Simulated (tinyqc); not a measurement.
p-type polysilicon, carrier trapping at grain boundaries: one step of the calculation.

One-dimensional grains of size Lg, uniform ionised doping N, monovalent traps Qt at each boundary at a depth Et below (for electrons) or above (for holes) the band edge there, abrupt depletion of width W on each side of a boundary, Boltzmann statistics. xi is the distance from the band edge at the grain centre to the Fermi level. Trapped charge Qt/(1 + exp((xi + VB - Et)/Vt)) = 2 N W, barrier VB = q N W^2/(2 eps0 eps_r).

Question. New W. Partly depleted grain, xi = Vt ln(NB/N): f = 1/(1 + exp((xi + VB - Et)/Vt)), g = Qt f - 2 N W, g' = -2 Qt f (1 - f) VB/(W Vt) - 2 N, W(new) = W - g/g'.

Parameters, values chosen for the exercise; values of the order met in polycrystalline silicon: temperature T = 300 K; relative permittivity eps_r = 11.7; valence-band density of states at T NB = 2.65e19 cm^-3; trap density of a grain boundary Qt = 2.2e12 cm^-2; depth of the trap level from the majority band edge at the boundary Et = 0.39 eV; doping N = 3.2e17 cm^-3.

Constants: q = 1.602176634e-19 C, kB = 1.380649e-23 J/K, Vt = kB T/q, eps0 = 8.8541878128e-14 F/cm where lengths are in cm. Results are converted to the units shown.

W at the start = 28 nm

Wanted: VB; f; g; g'; W after iteration 1.

Answer.

VB = 0.19400 V
f = 0.95949
g = 3.1888e11 cm^-2
g' = -1.0984e11 cm^-2/nm
W after iteration 1 = 30.903 nm

Computed by the program tinyqc: `OMP_NUM_THREADS=1 python tinyqc.py 2830218 2830219 out.jsonl`, one thread of a shared Intel Xeon 2.30GHz, about 0.01 s for the whole run.
